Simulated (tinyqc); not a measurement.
Worked calculation: Hubbard chain of 2 sites. Computed by tinyqc, a small Python program that keeps every step. Settings: hopping = 1.14, U = 9.9, mixing = 0.5, iteration cap = 76. Command: `OMP_NUM_THREADS=1 python tinyqc.py 27776 27777 out.jsonl` (the two numbers bound the seeds that draw the settings). One thread of a shared host (Intel(R) Xeon(R) Processor @ 2.60GHz), about 0.1 s of CPU time with the checks. Later iterations appear only in the table of the cycle.

## Mean-field iteration 1

one-body matrix (hopping and site energies) (eV):
```
           1          2
1   0.090000  -1.140000
2  -1.140000  -0.470000
```

U = 9.900000 eV

electrons, up and down: 1  1

mixing = 0.500000

n(up) at the start (a guess, not normalised): 1 0.550000, 2 0.450000

n(down) at the start (a guess): 1 0.450000, 2 0.550000

H(up) = T + U n(down), H(down) = T + U n(up); fill the lowest levels; n(new) = n + mixing (n(out) - n); E = tr T (rho up + rho down) + U sum n_up n_down of the output.

levels, up (eV): 3.599903  5.920097

levels, down (eV): 3.381514  6.138486

energy = 1.885688 eV

n(up) after iteration 1: 1 0.571332, 2 0.428668

n(down) after iteration 1: 1 0.334447, 2 0.665553

## Mean-field iteration 2

As before.

levels, up (eV): 2.986189  6.533811

levels, down (eV): 3.252628  6.267372

energy = 0.525381 eV

n(up) after iteration 2: 1 0.727199, 2 0.272801

n(down) after iteration 2: 1 0.253663, 2 0.746337

## Mean-field iteration 3

As before.

levels, up (eV): 2.318737  7.201263

levels, down (eV): 1.985688  7.534312

energy = -0.428996 eV

n(up) after iteration 3: 1 0.834668, 2 0.165332

n(down) after iteration 3: 1 0.148913, 2 0.851087

## Convergence

Each step fills the lowest levels of T + U n(other spin) and sets n(new) = n + mixing (n(out) - n); stop when output and input agree to 1e-8.

Course of the cycle:

| iteration | E (eV) | largest \|n(out) - n(in)\| | mean \|n_up - n_down\| |
|---|---|---|---|
| 1 | 1.88568784 | 2.31e-01 | 0.373770 |
| 2 | 0.52538144 | 3.12e-01 | 0.710188 |
| 3 | -0.42899595 | 2.15e-01 | 0.897974 |
| 4 | -0.60488477 | 1.36e-01 | 0.947523 |
| 5 | -0.63498020 | 7.63e-02 | 0.962152 |
| 6 | -0.64129917 | 4.13e-02 | 0.967810 |
| 7 | -0.64281365 | 2.20e-02 | 0.970353 |
| 8 | -0.64320291 | 1.17e-02 | 0.971587 |
| 9 | -0.64330666 | 6.19e-03 | 0.972210 |
| 10 | -0.64333483 | 3.27e-03 | 0.972531 |
| 11 | -0.64334256 | 1.73e-03 | 0.972698 |
| ... | ... | ... | ... |
| 20 | -0.64334551 | 5.44e-06 | 0.972881 |
| 21 | -0.64334551 | 2.86e-06 | 0.972882 |
| 22 | -0.64334551 | 1.51e-06 | 0.972882 |
| 23 | -0.64334551 | 7.95e-07 | 0.972882 |
| 24 | -0.64334551 | 4.19e-07 | 0.972882 |
| 25 | -0.64334551 | 2.21e-07 | 0.972882 |
| 26 | -0.64334551 | 1.16e-07 | 0.972882 |
| 27 | -0.64334551 | 6.12e-08 | 0.972882 |
| 28 | -0.64334551 | 3.23e-08 | 0.972882 |
| 29 | -0.64334551 | 1.70e-08 | 0.972882 |
| 30 | -0.64334551 | 8.95e-09 | 0.972882 |

local moments n_up - n_down: 1 0.972882, 2 -0.972882

Converged in 30 iterations. Before convergence this energy mixes input and output and is not variational, so it may rise towards its limit.

## The many-body Hamiltonian

Basis: all placements (u, d, 2, 0 on each site), up operators ordered before down ones; hops carry the sign of the same-spin electrons passed.

H (eV), lower triangle:
```
           20         ud         du        02
20  10.080000
ud  -1.140000  -0.380000
du  -1.140000   0.000000  -0.380000
02   0.000000  -1.140000  -1.140000  8.960000
```

## Exact diagonalisation (4 states)

Lowest levels of the sector, and the double occupancy of the lowest state.

lowest levels (eV): -0.881240  -0.380000  9.169539  10.371700

double occupancy per site = 0.023115

The mean-field solution above lies 0.2379 eV above the exact energy.
